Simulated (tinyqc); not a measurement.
Two-dimensional dopant profile at a mask edge: lateral junction, overlap and effective channel length: one step, computed by the program tinyqc. Command: `OMP_NUM_THREADS=1 python tinyqc.py 3020382 3020383 out.jsonl lateral walk`. One thread of a shared host (Intel(R) Xeon(R) Processor @ 2.30GHz), about 0.02 s of CPU time with the checks.

Ions enter for y < 0; the mask (spacer, then gate) covers y > 0. x is the depth. The surface reflects dopant during the anneal.

Question. Widths and vertical profile. Widths s_x^2 = (vertical straggle)^2 + 2 D t, s_y^2 = (lateral straggle)^2 + 2 D t. C(x, y) = V(x) (1/2) erfc(y/(sqrt2 s_y)), V(x) = Q/(sqrt(2 pi) s_x) [exp(-(x - R_p)^2/(2 s_x^2)) + exp(-(x + R_p)^2/(2 s_x^2))]; 1 nm = 1e-7 cm. The vertical junction far from the mask solves V(x) = C_B.

Inputs (values chosen for the exercise, modelled on a source-drain extension in silicon):

| quantity | value | unit |
|---|---|---|
| dose Q | 1.6e+14 | 1/cm^2 |
| projected range R_p | 14 | nm |
| vertical straggle | 5.2 | nm |
| lateral straggle | 4.3 | nm |
| anneal budget D t | 1.9e-13 | cm^2 |
| channel doping C_B | 2.2e+17 | 1/cm^3 |

Give: s_x; s_y; V at the surface; V at R_p; vertical junction x_j.

Answer.

s_x = 8.0647 nm

s_y = 7.5160 nm

V at the surface = 3.5082e+19 1/cm^3

V at R_p = 7.9339e+19 1/cm^3

vertical junction x_j = 41.669 nm
